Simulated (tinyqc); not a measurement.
Phase-change memory cell, resistance drift and retention: two steps of the calculation.

The amorphous state follows Ra = R0 (t/t0)^nu exp[(q Ec/kB)(1/T - 1/(300 K))], with nu taken as independent of T. An intermediate level follows the logarithmic mixing rule ln R = (1 - fa) ln Rc + fa ln Ra with constant Rc. The time to lose the data by crystallisation is tr = tx exp[(q Ex/kB)(1/T - 1/Tx)]; 1 year = 3.15576e7 s. These are empirical laws.

Inputs (values chosen for the exercise); values of the order found in chalcogenide phase-change cells: resistance of the amorphous state at t0 and 300 K R0 = 14 Mohm; reference time t0 = 10 s; drift exponent nu = 0.106; activation energy of conduction Ec = 0.21 eV; activation energy of crystallisation Ex = 2.6 eV; temperature of a bake Tx = 498 K; time to crystallise in that bake tx = 7200 s; operating temperature T = 300 K; time of the read t = 86400 s; amorphous share of an intermediate level fa = 0.61; resistance of the crystalline state Rc = 37 kohm.

Constants: q = 1.602176634e-19 C, kB = 1.380649e-23 J/K. Results are converted to the units shown.

Problem 1. Resistances at the read. Ra and the intermediate level as above; its effective drift exponent is fa nu.

Give: drift factor; temperature factor; Ra; intermediate level; effective exponent.

Solution 1.

drift factor = 2.6138
temperature factor = 1.0000
Ra = 36.593 Mohm
intermediate level = 2.4847 Mohm
effective exponent = 0.064660

Problem 2. Retention. tr at T; the ten-year temperature solves tr = 10 years: 1/T10 = 1/Tx + (kB/(q Ex)) ln(10 years/tx).

Wanted: tr; T10; loss of tr per kelvin, q Ex/(kB T^2).

Solution 2.

tr = 5.2992e13 years
T10 = 423.32 K
loss of tr per kelvin, q Ex/(kB T^2) = 33.524 %/K

T lies 123 K below T10, so ten years are met.

tinyqc, about 0.01 s, one thread, Intel Xeon 2.30GHz (shared host): `OMP_NUM_THREADS=1 python tinyqc.py 2880004 2880005 out.jsonl`
